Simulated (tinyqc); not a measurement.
Worked calculation: delta-doped layer in the Thomas-Fermi potential. Values are carried at full precision from step to step, so a last printed digit may differ when a step is redone from the rounded ones.

All donors ionised in the plane z = 0, zero temperature, energies from the Fermi level EF of the Thomas-Fermi model, which lies at the bulk band edge; c = hbar^2/2m0, q = e^2/(4 pi eps0). Layer in a (001) plane: two valleys with m_z = ml, m_d = mt (unprimed) and four with m_z = mt, m_d = sqrt(ml mt) (primed); m3 = (ml mt^2)^(1/3), gv = 6. With n = (gv/3 pi^2)(m3 (-V)/c)^(3/2) and V'' = -(4 pi q/eps) n for z > 0, the solution is V = -b/(|z| + z0)^4 with sqrt(b) = 20/K, K = (4 pi q/eps)(gv/3 pi^2)(m3/c)^(3/2), and z0^5 = 4b/(e F0), e F0 = 2 pi q N/eps; 1e13/cm^2 = 1e-3/angstrom^2. Exchange and correlation are left out.

Constants: hbar^2/2m0 = 3.80998211 eV angstrom^2; e^2/(4 pi eps0) = 14.39964547 eV angstrom.

Inputs chosen for the exercise (near those of a delta-doped layer in Si; shifted at random, so the results belong to these values and not to a real crystal): ml = 0.918 m0 (longitudinal mass); mt = 0.185 m0 (transverse mass); eps = 11.5 (dielectric constant); N = 3.3 x 1e13/cm^2 (donor sheet density).

## The Thomas-Fermi well

Give K, b, e F0, z0 and the depth b/z0^4.

K = 0.075998 eV^(-1/2) angstrom^-2
b = 69256 eV angstrom^4
e F0 = 0.025963 eV/angstrom
z0 = 25.45 angstrom
depth = 0.1652 eV

Half of the electrons lie within |z| < (2^(1/5) - 1) z0 = 3.8 angstrom. The mean donor spacing in the plane is 17.4 angstrom, against a Bohr radius 0.529177 eps/m3 = 19.3 angstrom: the spacing is not small against it, so the smeared sheet is a crude model.

## Profile

V = -b/(|z| + z0)^4, n and the share of electrons beyond |z|, (z0/(|z| + z0))^5, at z = 0, 0.1, 0.25, 0.5, 1 and 2 times z0; n = (eps/(4 pi q)) 20 b/(|z| + z0)^6, q = e^2/(4 pi eps0), 1/angstrom^3 = 1e24/cm^3.

Profile:
```
z (angstrom)   V (eV)  n (1e19/cm^3)  share beyond
0.0           -0.1652           32.4         1.000
2.5           -0.1128           18.3         0.621
6.4           -0.0677           8.50         0.328
12.7          -0.0326           2.85         0.132
25.4          -0.0103          0.507         0.031
50.9          -0.0020         0.0445         0.004
```

## Subbands

Subbands solve -(c/m_z) psi'' + V psi = E psi on 1280 points of spacing z0/80; up to ten levels for each group, kept if bound with an rms width below 2.5 z0.

List the bound levels with their rms width.

Subbands:
```
label  valleys g  m_d (m0)   E (eV)  rms z (angstrom)
0              2    0.1850  -0.0676               7.6
0'             4    0.4121  -0.0360              19.2
1              2    0.1850  -0.0057              32.1
```

The lowest level lies 59 % of the way up the well, and 0' follows 32 meV higher.

## Filling the subbands

At zero temperature n_i = g m_d (mu - E_i)/(2 pi c) for E_i < mu, c = hbar^2/2m0; find mu from sum n_i = N (1e13/cm^2 = 1e-3/angstrom^2).

mu = -0.0031 eV

n_i in the order of the list (1e13/cm^2): [0.997, 2.263, 0.041]

3 subbands filled in part, the lowest with 30 % of the electrons. The potential was built for a Fermi level at 0; filling its quantised levels puts mu 1.9 % of the depth below that, which shows how nearly the two pictures agree. The fullest is 0', with 69 %.

## Estimate from a V-shaped well

Near z = 0 the well is -depth + e F0 |z|, whose levels are a (c (e F0)^2/m_z)^(1/3) with a = 1.018793 (even) and 2.338107 (odd); c = hbar^2/2m0, m_z = ml, for the unprimed levels.

levels 0 and 1 (eV): [-0.0216, 0.1643]

Level 0 comes out 46 meV too high, since screening flattens the true well away from the plane, and level 1 lands above the rim at 0.

## Checks

- Integral of the Thomas-Fermi density against N, 1e13/cm^2: both 3.300.
- Lowest level on a finer grid (z0/200), eV: both -0.068.

Run: tinyqc, `OMP_NUM_THREADS=1 python tinyqc.py 1251425 1251426 out.jsonl`; Intel(R) Xeon(R) Processor @ 2.30GHz, one thread, shared host; about 0.2 s of CPU time with all checks.
